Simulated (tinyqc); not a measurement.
Convergence with the mesh: Wannier function of the lower band of a two-orbital chain.

H(k) = [[-d/2 - 2 ta cos k, -t1 - t2 exp(-ik)], [-t1 - t2 exp(ik), d/2 - 2 tb cos k]], k in 1/a, Bloch sums with exp(ikR) and without the positions inside the cell. Mesh k_j = 2 pi j/N. Projection gauge: each lower eigenvector u is multiplied by the phase that makes <trial|u> real and positive (the one-band case of Loewdin orthogonalisation). Wannier amplitudes w(R) = (1/N) sum_k exp(ikR) u(k); hoppings H(R) = (1/N) sum_k exp(-ikR) E(k).

Values chosen for the exercise:
- d = -0.79 eV (A at -d/2, B at +d/2)
- t1 = 1.36 eV (A-B in the cell)
- t2 = 1.49 eV (B to A of the next cell)
- ta = 0.08 eV (A-A between cells)
- tb = -0.09 eV (B-B between cells)
- xb = 0.51 a (position of B (A at 0))
- th = 60 degrees (trial orbital cos(th) A + sin(th) B in cell 0)

Centre and Omega_I from overlaps M_j = u_j^+ diag(1, exp(-i b xb)) u_(j+1), b = 2 pi/N: centre -(1/2 pi) sum arg M, Omega_I = (1/(N b^2)) sum (1 - |M|^2). Largest error of the Fourier interpolation on 41 points from 0 to pi.

Mesh:
```
N   centre (a)  Omega_I (a^2)  H(1) (eV)  largest error (meV)
3      0.54679        0.07014   -0.44533              477.787
4      0.54356        0.08169   -0.56478              130.478
6      0.54311        0.10526   -0.53827               53.127
8      0.54287        0.12117   -0.53368               23.401
12     0.54266        0.13895   -0.53224                6.419
16     0.54258        0.14715   -0.53211                1.962
24     0.54252        0.15362   -0.53209                0.225
```

What can be read from this table?

The interpolation error falls exponentially, from 130.5 meV at N = 4 to 6.419 at N = 12, because the hoppings decay exponentially for an isolated band (smallest gap 1.16 eV). Omega_I carries a finite-difference error and converges as a power: against the value 0.15922 on 400 points it is off by -0.02026 at N = 12 and -0.00559 at N = 24, an exponent of 1.86, near the limit 2.

Computed by tinyqc, a small Python program: `OMP_NUM_THREADS=1 python tinyqc.py 1481726 1481727 out.jsonl` (the numbers bound the seed that draws the inputs); one thread of a shared host (Intel(R) Xeon(R) Processor @ 2.30GHz), about 0.2 s for the whole set of steps.
